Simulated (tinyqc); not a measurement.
Wannier exciton and Elliott formula: sweeps and comparisons. A value that a table varies takes the place of the one given here.

Saha balance n^2/n_x = K = (mu kB T/(4 pi c))^(3/2) exp(-Ry*/kB T) with n + n_x = N, 1s excitons only, equal spin counts for excitons and free pairs; free share f = 2/(1 + sqrt(1 + 4N/K)); c = hbar^2/2m0, Ry* = Ry mu/eps^2, 1/mu = 1/me + 1/mh, 1/angstrom^3 = 1e24/cm^3.

Constants: hbar^2/2m0 = 3.80998211 eV angstrom^2; kB = 8.617333262e-05 eV/K; Ry = 13.60569312 eV.

Inputs chosen for the exercise (near those of InGaAs; shifted at random, so the results belong to these values and not to a real crystal):
- xs = (0.051, 0.12, 0.61, 1.2, 3.2, 8.6, 47, 72) ((E - Eg)/Ry*)
- me = 0.042 m0 (electron mass)
- mh = 0.097 m0 (hole mass)
- eps = 13.9 (dielectric constant)
- N = 0.049 x 1e16/cm^3 (density of pairs)

## Coulomb enhancement above the gap

Ry* = 2.0639 meV

With x = (E - Eg)/Ry* and y = pi/sqrt(x): S3 = y exp(y)/sinh(y), and S2 = exp(y)/cosh(y). Free-pair absorption goes as sqrt(x) in three dimensions and is constant in two.

Factors:
```
x      E - Eg (meV)  sqrt(x)      S3  S3 sqrt(x)     S2
0.051          0.11    0.226  27.822       6.283  2.000
0.12           0.25    0.346  18.138       6.283  2.000
0.61           1.26    0.781   8.047       6.285  1.999
1.2            2.48    1.095   5.754       6.304  1.994
3.2            6.60    1.789   3.620       6.476  1.942
8.6           17.75    2.933   2.427       7.119  1.790
47            97.01    6.856   1.527      10.471  1.429
72           148.60    8.485   1.416      12.011  1.354
```

In three dimensions the product tends to 2 pi = 6.283 at the edge (6.283 in the first row), so the square-root onset becomes a step. Even 149 meV above the gap the enhancement is 1.42; it decays only as 1 + pi/sqrt(x) = 1.37. In two dimensions it never exceeds 2 and has fallen to 1.35.

## Temperature

The balance at fixed N.

Ionisation:
```
T (K)  kB T/Ry*  K (1e16/cm^3)  free share
10        0.418        0.00349       0.234
20        0.835         0.0327       0.549
40        1.670          0.168       0.809
77        3.215          0.600       0.929
150       6.263           1.90       0.975
300      12.526           5.81       0.992
```

Half the pairs are free between 10 and 20 K, where K passes N/2; kB T = Ry* falls at 24 K. The free share goes from 0.234 to 0.992. A lower density ionises at a lower temperature, since free pairs gain entropy.

tinyqc: `OMP_NUM_THREADS=1 python tinyqc.py 1250773 1250774 out.jsonl`; about 0.01 s, one thread, shared Intel(R) Xeon(R) Processor @ 2.30GHz.
